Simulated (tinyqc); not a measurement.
Ballistic Schottky-barrier transistor with a two-dimensional channel, WKB contacts: two steps of the calculation.

Source Fermi level 0, drain Fermi level -Vd. Far from the contacts Ec = pn - psi, and the gate moves psi one to one; the band edges relax as exp(-x/lam) from pn at the source and pn - Vd at the drain; Ev = Ec - Eg. A carrier of energy w inside the channel band meets at a contact a barrier of height D (the contact edge beyond the channel edge): T = 1 for w >= D, else exp(-S), S = 4 lam sqrt(m/C) [sqrt(D - w) - sqrt(w) arctan sqrt((D - w)/w)], C = hbar^2/(2 m0). The two contacts combine as Ts Td/(Ts + Td - Ts Td).

Inputs (values chosen for the exercise); channel values close to those of a black phosphorus layer:
- T = 300 K (temperature)
- Eg = 0.691 eV (band gap)
- pn = 0.33 eV (barrier for electrons at both contacts)
- mp = 0.14 m0 (hole mass)
- g = 1 (valleys or subbands)
- lam = 1.2 nm (screening length at the contacts)
- Vd = 0.5 V (drain bias)
- ps = -0.16 V (band shift psi of the channel by the gate)
- w0 = 0.21 eV (energy of one carrier inside the channel band)
- wm = 0.84 eV (upper end of the grid)
- nE = 17 (points of the grid)

Constants: q = 1.602176634e-19 C, kB = 1.380649e-23 J/K, hbar = 1.054571817e-34 J s, h = 6.62607015e-34 J s, m0 = 9.1093837015e-31 kg, Vt = kB T/q, hbar^2/(2 m0) = 0.0380998212 eV nm^2. Results are converted to the units shown.

Task 1. Transmission of one of the holes. S and T at both contacts for w = w0, and the tunnelling distance lam ln(D/w) at the higher barrier.

D for holes (eV): source 0.16000000, drain 0.66000000

Wanted: S at the source; S at the drain; combined T; tunnelling distance.

Result 1.

S at the source = 0
S at the drain = 2.0761
combined T = 0.12542
tunnelling distance = 1.3742 nm

Task 2. Current of the holes on a coarse grid. I/W = g (2 q^2/h) int T(w) [N(Es + w) - N(Ed + w)] dw with w the energy of motion along the channel, N(y) = (1/2 pi) sqrt(pi m kB T/C) Fm(-y/kB T), Fm(x) = (1/sqrt(pi)) int_0^infinity u^(-1/2)/(1 + exp(u - x)) du. Electrons: Ds = psi, Dd = psi - Vd, Es = Ec, Ed = Ec + Vd. Holes: Ds = -psi, Dd = Vd - psi, Es = -Ev, Ed = -Ev - Vd. The size of each current is taken; both flow from drain to source and add. Simpson's rule on nE equally spaced w from 0 to wm.

Find: w; Ts; Td; T; size of the supply difference; current.

Result 2.

```
point,w (eV),Ts,Td,T,size of the supply difference (1/um)
0,0.0000,0.02521,5.670e-4,5.549e-4,332.5
1,0.0525,0.3712,0.01153,0.01131,301.5
2,0.1050,0.7483,0.03355,0.03318,266.6
3,0.1575,0.9976,0.07064,0.07062,225.8
4,0.2100,1.000,0.1254,0.1254,174.5
5,0.2625,1.000,0.1993,0.1993,105.2
6,0.3150,1.000,0.2920,0.2920,34.36
7,0.3675,1.000,0.4013,0.4013,5.854
8,0.4200,1.000,0.5232,0.5232,0.8011
9,0.4725,1.000,0.6513,0.6513,0.1057
10,0.5250,1.000,0.7773,0.7773,0.01389
11,0.5775,1.000,0.8904,0.8904,0.001822
12,0.6300,1.000,0.9757,0.9757,2.392e-4
13,0.6825,1.000,1.000,1.000,3.139e-5
14,0.7350,1.000,1.000,1.000,4.119e-6
15,0.7875,1.000,1.000,1.000,5.405e-7
16,0.8400,1.000,1.000,1.000,7.093e-8
```

current = 343.8 uA/um

Range of the model: No scattering, image-force lowering, channel charge or band-to-band tunnelling; parabolic kappa overstates S deep in the gap.

Numbers from tinyqc (`OMP_NUM_THREADS=1 python tinyqc.py 2390131 2390132 out.jsonl`; about 0.6 s on one thread of a shared Intel Xeon 2.30GHz).
